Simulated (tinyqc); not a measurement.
Choosing the offset: vacuum evaporation: vapour pressure, source flux, thickness distribution, purity and step coverage. Computed by tinyqc, a small Python program. Command: `OMP_NUM_THREADS=1 python tinyqc.py 3112630 3112631 out.jsonl evap walk`. One thread of a shared host (Intel(R) Xeon(R) Processor @ 2.30GHz), about 0.01 s of CPU time with the checks.

Molecular flow, unit sticking of the metal, no re-evaporation. The background gas is taken as water vapour (18.015 g/mol, collision diameter 0.37 nm) at 300 K.

Inputs (values chosen for the exercise, modelled on silver, with constants for the liquid): directionality n = 2; source-to-wafer distance h = 17 cm; wafer radius R = 7.5 cm.

Method. Rotating wafer, source offset by s and facing upwards: thickness at radius r is the mean over the angle a of (1 + (r^2 + s^2 - 2 r s cos a)/h^2)^(-(n + 3)/2), by 360 equal steps; non-uniformity (max - min)/(max + min) over 21 radii from 0 to R. The curvature at the centre vanishes at s/h = sqrt(2/(n + 3)).

Against the offset:
```
s/h  centre thickness  edge over centre  non-uniformity (%)
0.0            1.0000            0.6411              21.871
0.2            0.9066            0.6813              18.957
0.4            0.6900            0.7910              11.672
0.5            0.5724            0.8619               7.415
0.6            0.4636            0.9359               3.311
0.7            0.3690            1.0069               0.681
0.8            0.2903            1.0700               3.380
0.9            0.2269            1.1222               5.758
1.1            0.1377            1.1912               8.727
```

The best row, s/h = 0.7, has 0.68 % against 22 % on the axis, at the price of a rate lower by a factor 2.71; the small-wafer optimum is sqrt(2/(n + 3)) = 0.63.

Extremes, crossings and ranges named in words are read from the listed rows.
